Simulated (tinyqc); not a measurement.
Inside a calculation. Model: size effects in the resistivity of thin metal films and interconnect lines. Computed by tinyqc, a small Python program that keeps every step. Command: `OMP_NUM_THREADS=1 python tinyqc.py 3022386 3022387 out.jsonl size walk`. One thread of a shared host (Intel(R) Xeon(R) Processor @ 2.30GHz), about 0.01 s of CPU time with the checks. Intermediate numbers are printed to about 6 digits and carried at full precision; extremes and crossings named in words are read from the listed rows.

Electrons lose their drift at surfaces (a share 1 - p of the hits) and at grain boundaries (reflection R), besides bulk scattering. The line sits in a trench with a non-conducting liner on both walls and the bottom; the spacing equals the drawn width.

Inputs (values chosen for the exercise, modelled on iridium):

| quantity | value | unit |
|---|---|---|
| bulk resistivity rho_b | 5.08 | microohm cm |
| bulk mean free path lambda | 7.12 | nm |
| specularity p | 0 | - |
| grain-boundary reflection R | 0.52 | - |
| drawn line width w | 6.8 | nm |
| grain size over metal width | 2.2 | - |
| aspect ratio (height over width) | 3 | - |
| liner thickness t | 2.2 | nm |
| line length | 49 | micrometre |
| permittivity of the dielectric k | 2.5 | - |
| competitor: rho_b relative to this metal | 3.3 | - |
| competitor: lambda relative to this metal | 0.34 | - |
| competitor: liner relative to t | 0.34 | - |

Geometry: line.

Constants: eps_0 = 8.8541878128e-12 F/m.

## Metal cross-section

Metal width w_m = w - 2t, height h_m = (aspect ratio) w - t, grain size D = (ratio) w_m.

metal width w_m = 2.4 nm

metal height h_m = 18.2 nm

grain size D = 5.28 nm

share of the trench filled by metal = 31.4879 %

## Grain boundaries

Mayadas-Shatzkes: alpha = (lambda/D) R/(1 - R); rho_b/rho = 1 - 3 alpha/2 + 3 alpha^2 - 3 alpha^3 ln(1 + 1/alpha).

alpha = 1.46086

rho/rho_b from grains = 2.99729

The linear estimate 1 + 3 alpha/2 gives 3.191, 6 % high; at large alpha the slope is 4/3.

## Surfaces

Fuchs-Sondheimer film: rho_b/rho = 1 - (3/(2 kappa))(1 - p) int_0^1 (s - s^3)(1 - exp(-kappa/s))/(1 - p exp(-kappa/s)) ds, f = rho/rho_b, kappa = thickness/lambda, 80 Gauss-Legendre points. Line: the excess of a film of thickness w_m and of a film of thickness h_m are added, rho/rho_b = 1 + (f(w_m) - 1) + (f(h_m) - 1), an estimate that holds best when both sides exceed lambda.

kappa = w_m/lambda = 0.337079

f(w_m) = 2.31966

f(h_m) = 1.16866

rho/rho_b from surfaces = 2.48831

## Resistance and delay

Total: rho = rho_b [1 + surface excess + grain excess]; resistance per length rho/(w_m h_m); capacitance per length C = 2 k eps_0 (aspect ratio + 1/2), a parallel-plate estimate for two neighbours plus a fixed term for the planes above and below; delay 0.38 R C L^2; effective resistivity per drawn area.

resistivity rho = 22.7869 microohm cm

resistance per length = 5216.77 ohm/micrometre

capacitance per length = 0.154948 fF/micrometre

RC delay = 737.504 ps

effective resistivity per drawn area = 72.3671 microohm cm

Of the factor 14.25 over bulk, scattering gives 4.49 and the liner 3.18; within scattering, grain boundaries outweigh surfaces (2.00 against 1.49, grains first).

## A short-path metal as competitor

w_m = w - 2t, h_m = (aspect ratio) w - t, D = (ratio) w_m; rho = rho_b [1 + surface excess + grain excess]. Effective resistivity rho (aspect ratio) w^2/(w_m h_m) for the metal with its liner, for the same metal without liner, and for a competitor with its own rho_b, lambda and liner, and for that competitor with the liner t; p, R, aspect and grain ratios are the same.

Effective resistivity (microohm cm):

| w (nm) | this metal | without liner | competitor | competitor, liner t |
|---|---|---|---|---|
| 200 | 5.4481 | 5.3040 | 17.1667 | 17.467 |
| 100 | 5.8458 | 5.5286 | 17.5798 | 18.217 |
| 50 | 6.7451 | 5.9810 | 18.4392 | 19.873 |
| 30 | 8.2110 | 6.5931 | 19.6591 | 22.472 |
| 20 | 10.6132 | 7.3709 | 21.3160 | 26.541 |
| 14 | 15.0573 | 8.3830 | 23.6925 | 33.736 |
| 10 | 25.1387 | 9.7391 | 27.3694 | 49.330 |
| 7 | 64.7169 | 11.7669 | 34.2447 | 107.085 |

The competitor wins below a width between 10.0 and 7.00 nm. In narrow lines rho scales as rho_b lambda/w, and the product rho_b lambda of the competitor is 1.12 times this metal's. At the narrowest width the liner costs this metal a factor 5.50. With the same liner the competitor wins nowhere in the table; at the narrowest width the thinner liner lowers it from 107 to 34.2. Rows with w - 2t below lambda stretch the additive estimate. Metal widths below about 5 nm are outside this semiclassical model. Caution: below about 5 nm roughness, discontinuity and quantum confinement take over from this semiclassical model.

Checks made by the program: grain-boundary formula against its angular integral 3 int_0^1 c^3/(c + alpha) dc (relative difference below 1e-10).
